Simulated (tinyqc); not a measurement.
Surface potential of a MOS transistor: implicit equation and explicit approximations: one step of the calculation.

p-type body, charge-sheet picture, depletion and inversion only, full ionisation (an idealisation for deep acceptors), Boltzmann statistics (rough once Na exp(x - xn) passes about Nc/7). In units of Vt: xg = (Vg - Vfb)/Vt, x = psi/Vt, G = gamma/sqrt(Vt), xn = (2 phiF + Vc)/Vt. The implicit equation is (xg - x)^2 = G^2 [x - 1 + exp(x - xn)] for x above about 3. Cox = eps0 eox/tox.

Problem. Scales. ni = sqrt(Nc Nv) exp(-Eg/(2 Vt)), Eg in volts; phiF = Vt ln(Na/ni); gamma = sqrt(2 q eps0 eps_r Na)/Cox; VT = Vfb + Vt (xn + G sqrt(xn - 1)).

Parameters, values chosen for the exercise; band and dielectric values close to those of silicon:
- T = 400 K (temperature)
- Eg = 1.13 eV (band gap)
- eps_r = 11.6 (relative permittivity)
- Nc = 4.26e19 cm^-3 (conduction-band density of states at T)
- Nv = 4.08e19 cm^-3 (valence-band density of states at T)
- eox = 3.9 (relative permittivity of the gate insulator (close to silicon dioxide))
- tox = 1.8 nm (insulator thickness)
- Na = 1e17 cm^-3 (acceptor density)
- Vfb = -0.94 V (flat-band voltage)
- Vc = 1 V (channel-body voltage)
- Vg = 1.64 V (gate-body voltage)

Constants: q = 1.602176634e-19 C, kB = 1.380649e-23 J/K, Vt = kB T/q, eps0 = 8.8541878128e-14 F/cm where lengths are in cm. Results are converted to the units shown.

Find: phiF; gamma; G; xn; VT; xg.

Solution.

phiF = 0.3571 V
gamma = 0.09457 V^0.5
G = 0.5093
xn = 49.73
VT = 0.8967 V
xg = 74.85

Range of the model: The electron quasi-Fermi level lies less than 2 Vt below the band edge at the surface, or above it, where degeneracy and confinement, left out, matter.

Numbers from tinyqc (`OMP_NUM_THREADS=1 python tinyqc.py 2122053 2122054 out.jsonl`; about 0.01 s on one thread of a shared Intel Xeon 2.30GHz).
